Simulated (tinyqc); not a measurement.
# Level and coupling from the resonance

Question. One site of energy u is joined by hoppings -tc to two semi-infinite chains with hopping -t, t = 1 eV, and site energy 0. Each gives Sigma = tc^2 (E - i sqrt(4 t^2 - E^2))/(2 t^2) and Gamma = -2 Im Sigma; T(E) = 1 where E - u - 2 Re Sigma = 0. Find tc and u.

energy of full transmission = -0.78740157 eV
Gamma of one lead at that energy = 0.13402499 eV

Answer. Gamma = tc^2 sqrt(4 t^2 - E^2)/t^2 gives tc, and u = E (1 - tc^2/t^2).

tc = 0.270 eV
u = -0.730 eV

Numbers from tinyqc (`OMP_NUM_THREADS=1 python tinyqc.py 2660043 2660044 out.jsonl`; about 0.01 s on one thread of a shared Intel Xeon 2.30GHz).
